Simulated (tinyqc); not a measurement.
Self-consistent Fermi level with native defects, at growth and after a quench: one step, computed by the program tinyqc. Command: `OMP_NUM_THREADS=1 python tinyqc.py 3003094 3003095 out.jsonl scfermi walk`. One thread of a shared host (Intel(R) Xeon(R) Processor @ 2.30GHz), about 0.05 s of CPU time with the checks.

Energies are counted from the top of the valence band (VBM); when the gap shrinks with temperature the conduction band moves and the levels stay. The added dopant is taken as fully ionised. D and A draw on one reservoir with opposite signs, as the two vacancies of a compound do.

Problem. Formation energies at E_F = 0. E_f(D, 0) = input + s and E_f(A, 0) = input - s; E_f(q, E_F = 0) follows from the levels, eps(q/q-1) = E_f(q - 1) - E_f(q) at E_F = 0.

Inputs (values chosen for the exercise, for a model semiconductor): E_f of the neutral native donor D = 2.131 eV; E_f of the neutral native acceptor A = 1.856 eV; shift s of the chemical potential = 0.23 eV.

Added shallow dopant: donor.

levels of D above the VBM, most positive state first (eV): 1.66  2.32

levels of A above the VBM, (0/-1) first (eV): 1.22

Give: E_f(q, E_F = 0).

Solution.

E_f(q, E_F = 0) (eV): D(+2) -1.619, D(+1) 0.041, D(0) 2.361, A(0) 1.626, A(-1) 2.846
